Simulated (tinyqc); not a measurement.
Inside a calculation. Model: heat flow across a film from the phonon Boltzmann equation in the relaxation-time approximation. Computed by tinyqc, a small Python program that keeps every step. Command: `OMP_NUM_THREADS=1 python tinyqc.py 3025387 3025388 out.jsonl slabbte walk`. One thread of a shared host (Intel(R) Xeon(R) Processor @ 2.30GHz), about 0.01 s of CPU time with the checks. Intermediate numbers are printed to about 7 digits and carried at full precision; extremes and crossings named in words are read from the listed rows.

Two black walls, hot at x = 0 and cold at x = L, emit phonons isotropically. For one free path Lambda, with tau = x/Lambda, tau_L = L/Lambda and phi = (T - T_cold)/Delta T, energy balance gives phi(tau) = (1/2) [E2(tau) + int_0^tau_L phi(s) E1(|tau - s|) ds]; E_n are the exponential integrals. The flux over the ballistic flux C v Delta T/4 is psi = 1 - 2 int_0^tau_L phi(s) E2(s) ds, and kappa_eff/kappa = (3/4) tau_L psi. kappa = C v Lambda/3 is an input, so at fixed kappa a longer free path means a smaller C v.

Inputs (values chosen for the exercise, modelled on gallium oxide):
```
quantity,value,unit
bulk conductivity kappa,21.1,W/(m K)
film thickness L,12,nm
wall temperature difference Delta T,13,K
free path Lambda_1,28,nm
cells n in the small system,5,-
```

Free-path groups: one.

## The small linear system for Lambda_1

Cut the film into n equal cells with constant phi, collocated at the centres c_i: the kernel integrates to A_ij = |E2(|c_i - e_j|) - E2(|c_i - e_(j+1)|)|/2 for cell edges e_j, and A_ii = 1 - E2(half a cell); solve (1 - A) phi = E2(c)/2; psi = 1 - 2 sum_j phi_j [E3(e_j) - E3(e_(j+1))].

optical thickness tau_L = 0.4285714

1 - A, lower triangle (symmetric):
```
,1,2,3,4,5
1,0.8459738
2,-0.0860793,0.8459738
3,-0.0583374,-0.0860793,0.8459738
4,-0.0440126,-0.0583374,-0.0860793,0.8459738
5,-0.0347697,-0.0440126,-0.0583374,-0.0860793,0.8459738
```

right-hand side E2(c)/2: [0.4229869, 0.3369076, 0.2785702, 0.2345576, 0.1997880]

flux weights E3(e_j) - E3(e_(j+1)): [0.07319588, 0.05793740, 0.04785422, 0.04027485, 0.03429570]

## Temperature profile and flux in the small system

In short, (1 - A) phi = b and psi = 1 - 2 sum_j w_j phi_j, with b the right-hand side and w_j the flux weights; the cells divide 0 to tau_L.

phi at the cell centres: [0.6297016, 0.5626235, 0.5000000, 0.4373765, 0.3702984]

psi, small system = 0.7341389

## Fine solution for Lambda_1

Use 150 and 300 cells and extrapolate psi = (4 psi(300) - psi(150))/3. The jump at the hot wall is 1 - phi there (linear extrapolation from the first two of 300 cells). Two-flux (diffusion with slip) formula: psi = 1/(1 + 3 tau_L/4).

psi for Lambda_1 = 0.7333881

kappa_eff/kappa for Lambda_1 = 0.2357319

jump at the wall / Delta T for Lambda_1 = 0.3273207

psi, two-flux formula = 0.7567568

The small system misses psi by +0.10 % and the two-flux formula by +3.2 %. Jumps at the walls and the gradient inside share Delta T.

## Conductivity, flux and boundary resistance of the film

Each group is solved on its own with 150 and 300 cells, psi = (4 psi(300) - psi(150))/3, and weighted by its share of kappa. Flux J = kappa_eff Delta T/L; apparent boundary resistance per wall (L/kappa_eff - L/kappa)/2.

kappa_eff = 4.973943 W/(m K)

kappa_eff/kappa = 0.2357319

flux J = 5.388438 GW/m^2

apparent resistance per wall = 0.9219264 m^2 K/GW

## Exact and approximate size effects

Two-flux: kappa_eff/kappa = sum f_i/(1 + 4 Lambda_i/(3 L)). Matthiessen with the thickness: sum f_i/(1 + Lambda_i/L). Ballistic limit: sum f_i 3 L/(4 Lambda_i).

Kappa_eff/kappa:
```
L (nm),Boltzmann,two-flux,Matthiessen,ballistic limit
0.84,0.02186922,0.02200489,0.02912621,0.0225
2.8,0.06867772,0.06976744,0.09090909,0.075
7,0.1537959,0.1578947,0.2,0.1875
17,0.3027352,0.3128834,0.3777778,0.4553571
42,0.5144863,0.5294118,0.6,1.125
110,0.7344182,0.7466063,0.7971014,2.946429
280,0.8756199,0.8823529,0.9090909,7.5
700,0.9464662,0.9493671,0.9615385,18.75
```

The two-flux formula lies above the Boltzmann result by at most about 3.4 % (at L = 17 nm); the Matthiessen form is high by up to 33 %, since it misses the factor 3/4 of the ballistic limit. The thinnest film reaches 97 % of that limit, and the thickest, 25 Lambda_1, only 95 % of the bulk value. Rows below about 10 nm are near the phonon wavelength, where a particle picture fails.

Checks made by the program: symmetry phi(tau) + phi(tau_L - tau) = 1 (relative difference below 1e-10); thick-film limit psi = 1/(3 tau_L/4 + 1.0657) at tau_L = 20 (relative difference 2e-04).
